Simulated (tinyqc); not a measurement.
# Changing the surface recombination velocity S

Model: photoconductance decay in a wafer: bulk and surface recombination modes, and iron detection by pair splitting. Computed by tinyqc, a small Python program. Command: `OMP_NUM_THREADS=1 python tinyqc.py 3112182 3112183 out.jsonl pcd sweep`. One thread of a shared host (Intel(R) Xeon(R) Processor @ 2.30GHz), about 0.04 s of CPU time with the checks.

Both faces of the wafer have the same S; injection is low and all coefficients are constant. x runs from -W/2 to W/2.

Inputs (values chosen for the exercise, modelled on p-type silicon): thickness W = 300 micrometre; diffusivity D = 21.4 cm^2/s; bulk lifetime tau_b without iron = 1600 microsecond.

Method:
- h = S W/(2 D). Solve f(b) = b sin b - h cos b = 0 from b = (pi/2) sqrt(h/(h + pi^2/4)), with f'(b) = (1 + h) sin b + b cos b; four steps.
- Even modes cos(a x) obey b tan b = S W/(2 D) with b = a W/2, odd modes sin(a x) obey -b cot b = S W/(2 D); each decays at the rate 1/tau_b + D a^2.
- tau_eff is the decay time of the first mode. The surface time is 1/(D a^2) of that mode; shortcuts for it are W/(2 S), W^2/(pi^2 D) and their sum, whose error is sum/surface time - 1.

One run for each value:
```
surface recombination velocity S (cm/s)  tau_eff (microsecond)  surface time (microsecond)  error of the sum (%)          h
3.00e-01                                             1.550e+03                   5.000e+04             1.513e-03  2.103e-04
1.60e+00                                             1.367e+03                   9.379e+03             8.064e-03  1.121e-03
8.40e+00                                             8.447e+02                   1.789e+03             4.220e-02  5.888e-03
4.50e+01                                             2.783e+02                   3.368e+02             2.224e-01  3.154e-02
2.40e+02                                             6.342e+01                   6.604e+01             1.088e+00  1.682e-01
1.30e+03                                             1.507e+01                   1.522e+01             3.836e+00  9.112e-01
3.60e+04                                             4.592e+00                   4.605e+00             1.578e+00  2.523e+01
1.90e+05                                             4.314e+00                   4.325e+00             3.403e-01  1.332e+02
1.00e+06                                             4.262e+00                   4.273e+00             6.629e-02  7.009e+02
```

Give the missing row, surface recombination velocity S (cm/s) = 6.70e+03.

Computed row:
```
surface recombination velocity S (cm/s)  tau_eff (microsecond)  surface time (microsecond)  error of the sum (%)          h
6.70e+03                                             6.191e+00                   6.215e+00             4.579e+00  4.696e+00
```

Interpolating between the two neighbouring rows (the first column on a logarithmic scale, the others too where they are positive) misses most in error of the sum (%), by 46 %. Over the rows, tau_eff (microsecond) falls from 1550 to 4.26 (exponent d ln y / d ln x -0.075 between the first rows and -0.0073 between the last); surface time (microsecond) falls from 50000 to 4.27 (exponent d ln y / d ln x -1.00 between the first rows and -0.0073 between the last); error of the sum (%) goes from 0.00151 through a maximum among these rows, 4.58 at 6700, to 0.0663. At the low end the exponent of surface time is -1.00, close to -1: slow surfaces, W/(2 S). At the high end the exponent of surface time is -0.01, close to 0: fast surfaces, limited by diffusion. The sum of the two shortcuts misses by at most about 4.6 % over these rows.

Extremes, crossings and ranges named in words are read from the listed rows.
